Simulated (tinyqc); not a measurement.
# Ellipsometry and reflectance of a transparent film on an absorbing substrate: two studies

Air (index 1), film, substrate with N2 = n2 - i k2; time factor exp(+i w t). q_j = sqrt(N_j^2 - sin^2 th), root with positive real part. Fresnel coefficients r_s = (q_a - q_b)/(q_a + q_b), r_p = (N_b^2 q_a - N_a^2 q_b)/(N_b^2 q_a + N_a^2 q_b). tan(Psi) exp(i Delta) = R_p/R_s, Delta taken from 0 to 360 degrees.

Parameters, values chosen for the exercise; indices close to those of aluminium oxide on silicon: wavelength lam = 546.1 nm; angle of incidence th = 70 degrees; index of the transparent film n1 = 1.662; film thickness d = 220 nm; index of the substrate n2 = 4.086; extinction coefficient of the substrate k2 = 0.031.

Each table varies one quantity; the others keep the values above.

## Psi and Delta against the film thickness

beta = 2 pi d q1/lam, X = exp(-2 i beta), R = (r01 + r12 X)/(1 + r01 r12 X) for p and s. The last column is the derivative of Delta.

Results:
```
d (nm)	Psi (degrees)	Delta (degrees)	|R_p|^2	|R_s|^2	dDelta/dd (degrees/nm)
0	12.01	179.0	0.03205	0.7083	-3.518
22	17.13	116.9	0.06482	0.6821	-1.942
67	36.80	69.84	0.2100	0.3753	-0.5209
89	60.00	52.11	0.2485	0.08284	-2.064
111	58.09	305.4	0.2472	0.09581	-1.716
133	36.03	289.3	0.2064	0.3904	-0.5347
156	25.23	272.2	0.1326	0.5973	-1.019
178	16.63	240.3	0.06113	0.6850	-2.038
200	12.02	176.1	0.03213	0.7083	-3.510
```

Estimate the missing row, d = 44 nm.

Computed row:
```
d (nm)	Psi (degrees)	Delta (degrees)	|R_p|^2	|R_s|^2	dDelta/dd (degrees/nm)
44	25.77	86.35	0.1375	0.5899	-0.9805
```

With this row back in the table: Psi goes from 12.0 through a maximum of 60.0 (at d = 89 nm among the rows listed) to 12.0 degrees. The period is 199.2 nm, after which Psi and Delta return to the values of the bare substrate, so one angle and wavelength fix d only up to a multiple of it. The size of the slope of Delta runs from 0.521 to 3.52 degrees/nm among the rows; Delta is counted modulo 360 degrees, and sharper features can lie between the rows.

## Effect of the index of the transparent film

Same model as above.

dDelta/dd is the derivative of Delta; period lam/(2 q1).

Results:
```
n1	Psi (degrees)	Delta (degrees)	|R_p|^2	|R_s|^2	dDelta/dd (degrees/nm)	period (nm)
1.25	37.96	258.0	0.2482	0.4079	0.3753	331.2
1.45	17.90	242.8	0.07127	0.6828	-1.481	247.3
1.65	15.92	124.1	0.05617	0.6900	-2.173	201.3
1.85	28.35	72.82	0.1462	0.5023	-1.090	171.3
2.05	42.20	16.22	0.1553	0.1889	-3.353	149.9
2.25	25.17	305.3	0.09628	0.4358	-2.100	133.6
2.65	12.01	180.3	0.03205	0.7083	-3.284	110.2
```

Estimate the missing row, n1 = 2.45.

Computed row:
```
n1	Psi (degrees)	Delta (degrees)	|R_p|^2	|R_s|^2	dDelta/dd (degrees/nm)	period (nm)
2.45	14.47	248.9	0.04370	0.6558	-2.882	120.7
```

With this row back in the table: Psi moves up and down between 12.0 and 42.2 degrees and |R_p|^2 moves up and down between 0.0320 and 0.248. The slope of Delta is largest in size, 3.35 degrees/nm, at n1 = 2.05 among the rows.

Numbers from tinyqc (`OMP_NUM_THREADS=1 python tinyqc.py 2870130 2870131 out.jsonl`; about 0.6 s on one thread of a shared Intel Xeon 2.30GHz).
